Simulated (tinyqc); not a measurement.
Step height from the transmission.

Problem. A single step up from edge 0 (mass mL) to edge U (mass mS) transmits T(E) = 4 vL vR/(vL + vR)^2 with v = k/m, k = sqrt(m (E - edge)/C), C = hbar^2/(2 m0). It is known that vR < vL. Find vR/vL and U.

Values chosen for this exercise:

| symbol | value | unit | meaning |
|---|---|---|---|
| mL | 0.027 | m0 | mass in the left lead |
| E | 0.977 | eV | electron energy |
| mS | 0.12 | m0 | mass beyond the step |

T(E) = 0.75442182

Answer. The reflection amplitude is sqrt(1 - T(E)) = (1 - y)/(1 + y) with y = vR/vL < 1, and y^2 = (E - U) mL/(E mS).

vR/vL = 0.3373
U = 0.4830 eV

Numbers from tinyqc (`OMP_NUM_THREADS=1 python tinyqc.py 2560120 2560121 out.jsonl`; about 0.01 s on one thread of a shared Intel Xeon 2.30GHz).
